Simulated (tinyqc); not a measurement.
Finnis-Sinclair potential for a bcc metal: fit to cohesion and elasticity, then vacancy, surfaces and structure. Changing the target C44. Computed by tinyqc, a small Python program. Command: `OMP_NUM_THREADS=1 python tinyqc.py 3110803 3110804 out.jsonl fsfit sweep`. One thread of a shared host (Intel(R) Xeon(R) Processor @ 2.30GHz), about 0.02 s of CPU time with the checks.

E = (1/2) sum V(r) - A sqrt(rho), rho = sum phi(r), phi = (r - d)^2 for r < d, V = (r - c)^2 (c0 + c1 r + c2 r^2) for r < c. In bcc the 8 first neighbours lie at sqrt(3) a/2 and the 6 second at a; both cut-offs lie below the third shell; Omega = a^3/2; E is per atom and z the number of atoms in a shell. The four constants A, c0, c1, c2 are fitted to E_c, zero pressure, B and C12 - C44 alone, so C44 and C11 - C12 are not matched singly; defects are unrelaxed.

Inputs (values chosen for the exercise, modelled on niobium):
```
quantity             value      unit
lattice constant a     3.3  angstrom
cohesive energy E_c   7.65        eV
target C11             252       GPa
target C12             137       GPa
density cut-off d/a  1.196         -
pair cut-off c/a     1.263         -
```

Constants: 1 eV/angstrom^3 = 160.2176634 GPa.

Method:
- rho = sum z phi, rho1 = sum z r phi', rho2 = sum z r^2 phi''. At zero pressure the effective pair part V + 2 F' phi obeys C12 = C44, so C12 - C44 = F'' (rho1/3)^2/Omega with F'' = A/(4 rho^(3/2)); this gives A.
- With v_k = (r - c)^2 r^k the rows are (1/2) sum z v_k, (1/2) sum z r v_k' and (1/2) sum z r^2 v_k''. With rho1 = sum z r phi' and rho2 = sum z r^2 phi'' the right-hand sides are: -E_c + A sqrt(rho) (cohesion); A rho1/(2 sqrt(rho)) (zero pressure); 9 B Omega + A [rho2/(2 sqrt(rho)) - rho1^2/(4 rho^(3/2))] with B = (C11 + 2 C12)/3.
- Solve the three equations.
- Second differences of E with strains of 1e-4: e_xx gives C11, (e_xx, e_yy) = (1, -1) gives 2 (C11 - C12), an engineering shear gives C44. B and C12 - C44 are fitted; the one combination left tests the choice of d.
- E_v = -A sum_shells z [sqrt(rho - phi(r)) - sqrt(rho)] - (1/2) sum z V(r): the neighbours lose one bond each, and the atom is put back in the bulk.

One run for each value:
```
target C44 (GPa)  A (eV/angstrom)  E_v/E_c  error of C44 (%)
17.3                       3.5314  0.21850            77.730
20.6                       3.4341  0.24005            54.177
23.9                       3.3367  0.26159            37.128
30.4                       3.1449  0.30403            14.372
33.7                       3.0476  0.32558             6.179
37.0                       2.9502  0.34712            -0.553
40.3                       2.8529  0.36867            -6.182
```

Give the missing row, target C44 (GPa) = 27.2.

Computed row:
```
target C44 (GPa)  A (eV/angstrom)  E_v/E_c  error of C44 (%)
27.2                       3.2394  0.28314            24.216
```

Interpolating between the two neighbouring rows (linearly) misses most in error of C44 (%), by 5.6 %. Over the rows, A (eV/angstrom) falls from 3.53 to 2.85 (exponent d ln y / d ln x -0.16 between the first rows and -0.39 between the last); E_v/E_c rises from 0.219 to 0.369 (exponent d ln y / d ln x 0.54 between the first rows and 0.70 between the last); error of C44 (%) falls from 77.7 to -6.18. A is proportional to C12 - C44; as the Cauchy pressure shrinks the model tends to a pair potential, for which E_v/E_c = 1.
